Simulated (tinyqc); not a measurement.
G0W0 on RHF in the 6-311g basis, for He, spin multiplicity 1, step by step. Computed by tinyqc, a small Python program that keeps every step (integrals from PySCF). Settings: charge = 0, multiplicity = 1, basis = 6-311g, method = RHF, energy threshold = 1e-10, iteration cap = 55, orthogonalisation = symmetric, start = Wolfsberg-Helmholz matrix, DIIS depth = 6. Command: `OMP_NUM_THREADS=1 python tinyqc.py 20289 20290 out.jsonl` (the two numbers bound the seeds that draw the settings). One thread of a shared host (Intel(R) Xeon(R) Processor @ 2.60GHz), about 0.05 s of CPU time with the checks. The early iterations of the SCF are left out here.

## One-electron integrals

Geometry (angstrom):

| atom | x | y | z |
|---|---|---|---|
| He | 0.000000 | 0.000000 | 0.000000 |

Basis 6-311g: exponents (1/bohr^2) and contraction coefficients of normalised primitives:

| element | l (shell) | exponent | coefficient |
|---|---|---|---|
| He | s (1) | 98.124300 | 0.028745 |
| He | s (1) | 14.768900 | 0.208061 |
| He | s (1) | 3.318830 | 0.837635 |
| He | s (2) | 0.874047 | 1.000000 |
| He | s (3) | 0.244564 | 1.000000 |

Overlap, kinetic and nuclear-attraction integrals over the contracted functions; the nuclear repulsion is the sum of Za Zb / Rab.

nuclear repulsion = 0 hartree

overlap S, lower triangle:
```
          1He 1s    1He 2s    1He 3s
1He 1s  1.000000
1He 2s  0.680472  1.000000
1He 3s  0.328596  0.751574  1.000000
```

kinetic energy T (hartree), lower triangle:
```
          1He 1s    1He 2s    1He 3s
1He 1s  6.857100
1He 2s  1.439474  1.311071
1He 3s  0.225603  0.430865  0.366846
```

nuclear attraction V (hartree), lower triangle:
```
           1He 1s     1He 2s     1He 3s
1He 1s  -7.306289
1He 2s  -3.464825  -2.983784
1He 3s  -1.535069  -1.793893  -1.578325
```

core Hamiltonian H = T + V (hartree), lower triangle:
```
           1He 1s     1He 2s     1He 3s
1He 1s  -0.449189
1He 2s  -2.025351  -1.672714
1He 3s  -1.309466  -1.363028  -1.211479
```

## Two-electron integrals

Functions are numbered as in S; the eight-fold symmetry (ij|kl) = (ji|kl) = (kl|ij) leaves the list below.

Two-electron integrals (ij|kl) in chemists' order, unique and non-zero (hartree):
```
(11|11) 2.395117   (21|11) 1.347337   (21|21) 0.798707   (22|11) 1.358411
(22|21) 0.863847   (22|22) 1.054927   (31|11) 0.614121   (31|21) 0.368625
(31|22) 0.406802   (31|31) 0.170715   (32|11) 0.842709   (32|21) 0.547009
(32|22) 0.700418   (32|31) 0.259418   (32|32) 0.476676   (33|11) 0.767030
(33|21) 0.510236   (33|22) 0.697580   (33|31) 0.244176   (33|32) 0.494732
(33|33) 0.558022
```

## Orthogonalisation

S = U s U^T; symmetric (Loewdin) form X = U s^(-1/2) U^T, so that X^T S X = 1.

eigenvalues of S: 0.135706  0.673445  2.190848

X, lower triangle:
```
           1He 1s     1He 2s    1He 3s
1He 1s   1.316564
1He 2s  -0.645914   1.855498
1He 3s   0.150682  -0.771405  1.436671
```

## Iteration 6 (converged): orbitals

converged F (hartree), lower triangle:
```
           1He 1s     1He 2s     1He 3s
1He 1s   1.373498
1He 2s  -1.206232  -0.594454
1He 3s  -1.105840  -0.698399  -0.371933
```

Diagonalise F' = X^T F X, C = X C', fill 1 alpha and 1 beta electrons from the bottom; D = 2 C_occ C_occ^T. Each column has its largest component positive (the first on a tie).

F' = X^T F X (hartree), lower triangle:
```
           1          2         3
1   3.873005
2  -3.174781   2.093696
3  -0.149278  -0.931509  0.259407
```

orbital energies (hartree): MO1 -0.916871, MO2 0.829434, MO3 6.313546

coefficients C:
```
             MO1        MO2        MO3
1He 1s  0.263558  -0.137951  -1.443869
1He 2s  0.487487  -1.153994   1.698764
1He 3s  0.397446   1.427937  -0.696296
```

D after iteration 6, lower triangle:
```
          1He 1s    1He 2s    1He 3s
1He 1s  0.138926
1He 2s  0.256962  0.475287
1He 3s  0.209500  0.387499  0.315926
```

## Convergence

Stop when the energy changes by less than 1e-10 hartree and every element of the error matrix X^T (F D S - S D F) X is below 3e-06.

Course of the cycle:

| iteration | E (hartree) | change | largest element of the error matrix |
|---|---|---|---|
| 1 | -2.19269352 | - | 2.05e+00 |
| 2 | -2.85664915 | -6.64e-01 | 1.61e-01 |
| 3 | -2.85989379 | -3.24e-03 | 2.25e-03 |
| 4 | -2.85989541 | -1.61e-06 | 2.09e-04 |
| 5 | -2.85989542 | -1.83e-08 | 1.71e-07 |
| 6 | -2.85989542 | -1.11e-14 | 6.86e-08 |

PySCF RHF in the same basis = -2.85989542 hartree

Converged in 6 iterations.

## Integrals over molecular orbitals

(pq|rs) = sum C_ip C_jq C_kr C_ls (ij|kl), one index at a time.

one-electron integrals over orbitals h = C^T H C (hartree), lower triangle:
```
           1          2         3
1  -1.943024
2   0.277318  -0.343196
3   0.173910  -0.333392  4.176135
```

Two-electron integrals over orbitals (pq|rs), unique and non-zero (hartree):
```
(11|11) 1.026153    (21|11) -0.277318   (21|21) 0.146549    (22|11) 0.659589
(22|21) -0.113630   (22|22) 0.506646    (31|11) -0.173910   (31|21) 0.125599
(31|22) -0.078781   (31|31) 0.216548    (32|11) 0.229495    (32|21) -0.120916
(32|22) 0.102674    (32|31) -0.148688   (32|32) 0.127591    (33|11) 1.176980
(33|21) -0.380997   (33|22) 0.727303    (33|31) -0.386668   (33|32) 0.380658
(33|33) 1.599956
```

## Screening: direct RPA

With D = e_a - e_i and K = (ia|jb): diagonalise D^(1/2) (D + 4K) D^(1/2) = Z w^2 Z^T; X + Y = D^(1/2) Z w^(-1/2), each column of Z with its largest component positive (the first on a tie); E_c = (sum w - tr (D + 2K)) / 2.

D^(1/2) (D + 4K) D^(1/2) (hartree^2):
```
          1>2        1>3
1>2  4.073257   1.785205
1>3  1.785205  58.541870
```

excitation energies w (hartree): 2.003699  7.655084

X + Y:
```
             1         2
1>2   0.933063  0.015629
1>3  -0.062160  0.971346
```

RPA correlation energy = -0.02206649 hartree

## G0W0 on Hartree-Fock: HOMO

W(p,q,m) = sqrt2 sum_ia (pq|ia) (X+Y)_ia,m; Sigma_c(x) = sum_(i,m) W^2/(x - e_i + w_m) + sum_(a,m) W^2/(x - e_a - w_m); solve x = e_p + Sigma_c(x) by Newton steps; Z = 1/(1 - dSigma/dx); 1 hartree = 27.211386 eV.

The 12 largest terms at x = e_p (hartree; W for the signs of X + Y given):

| q | m | W | term |
|---|---|---|---|
| 1 | 1 | -0.350647 | 0.061363 |
| 2 | 1 | 0.182338 | -0.008866 |
| 1 | 2 | -0.245028 | 0.007843 |
| 3 | 2 | 0.300246 | -0.006056 |
| 2 | 2 | 0.175773 | -0.003286 |
| 3 | 1 | 0.146698 | -0.002331 |

Newton steps (hartree):

| step | x | Sigma_c(x) | Z |
|---|---|---|---|
| 0 | -0.916871 | 0.048667 | 0.966163 |
| 1 | -0.869851 | 0.047052 | 0.967407 |
| 2 | -0.869820 | 0.047051 | 0.967408 |

quasiparticle energy of the HOMO = -23.669013 eV

Hartree-Fock value = -24.949338 eV

## G0W0 on Hartree-Fock: LUMO

As before.

The 12 largest terms at x = e_p (hartree; W for the signs of X + Y given):

| q | m | W | term |
|---|---|---|---|
| 2 | 1 | -0.143015 | -0.010208 |
| 1 | 1 | 0.182338 | 0.008866 |
| 1 | 2 | 0.175773 | 0.003286 |
| 3 | 2 | -0.206924 | -0.003259 |
| 3 | 1 | -0.146484 | -0.002866 |
| 2 | 2 | -0.110732 | -0.001602 |

Newton steps (hartree):

| step | x | Sigma_c(x) | Z |
|---|---|---|---|
| 0 | 0.829434 | -0.005782 | 0.991426 |
| 1 | 0.823701 | -0.005732 | 0.991448 |
| 2 | 0.823701 | -0.005732 | 0.991448 |

quasiparticle energy of the LUMO = 22.414054 eV

Hartree-Fock value = 22.570037 eV
